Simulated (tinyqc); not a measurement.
Absorption edge of a degenerate semiconductor, band filling against gap narrowing: one step of the calculation.

n-type, parabolic bands, full ionisation. eta = (EF - Ec)/kB T solves N = Nc F12(eta), F12(x) = (2/sqrt(pi)) int_0^infinity sqrt(u)/(1 + exp(u - x)) du. The gap shrinks rigidly by dEg = a3 y^(1/3) + a4 y^(1/4) + a2 y^(1/2), y = N/1e18 cm^-3, an empirical law that is here taken as the true narrowing.

Question. The optical edge. Vertical transitions need an empty final state: the edge is taken where the state lies 4 kB T below EF, E_opt = Eg - dEg + (1 + me/mh) max(eta - 4, 0) kB T; wavelength h c/(q E_opt).

Parameters, values chosen for the exercise; band and dielectric values close to those of indium phosphide: temperature T = 300 K; band gap Eg = 1.35 eV; electron mass me = 0.08 m0; hole mass mh = 0.603 m0; ionised donor density N = 1.8e19 cm^-3; coefficient of (N/1e18)^(1/3) a3 = 9.7 meV; coefficient of (N/1e18)^(1/4) a4 = 8.8 meV; coefficient of (N/1e18)^(1/2) a2 = 3.1 meV.

Constants: q = 1.602176634e-19 C, kB = 1.380649e-23 J/K, h = 6.62607015e-34 J s, c = 299792458 m/s, Vt = kB T/q. Results are converted to the units shown.

converged eta = 12.038441

Wanted: dEg; EF - Ec; filling shift; E_opt; wavelength.

Answer.

dEg = 56.70 meV
EF - Ec = 311.2 meV
filling shift = 235.4 meV
E_opt = 1.529 eV
wavelength = 811.1 nm

The edge lies 179 meV above the undoped gap: filling outweighs narrowing.

Range of the model: Band tails, non-parabolic bands and incomplete ionisation are left out.

Numbers from tinyqc (`OMP_NUM_THREADS=1 python tinyqc.py 2330063 2330064 out.jsonl`; about 0.01 s on one thread of a shared Intel Xeon 2.30GHz).
